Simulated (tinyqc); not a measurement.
# Inductance and parasitic capacitance from two readings

Inverse problem. A loss-free coil L in parallel with C shows the apparent inductance L/(1 - w^2 L C), w = 2 pi f. Find L, C and the self-resonance 1/(2 pi sqrt(L C)).

apparent inductance at 5.5 and 8.8 GHz (nH): [2.8135330, 4.9801507]

Answer. The inverse of the reading is 1/L - w^2 C, a straight line in w^2.

L = 2.20 nH
C = 83.0 fF
self-resonance = 11.8 GHz

tinyqc, about 0.01 s, one thread, Intel Xeon 2.30GHz (shared host): `OMP_NUM_THREADS=1 python tinyqc.py 2302181 2302182 out.jsonl`
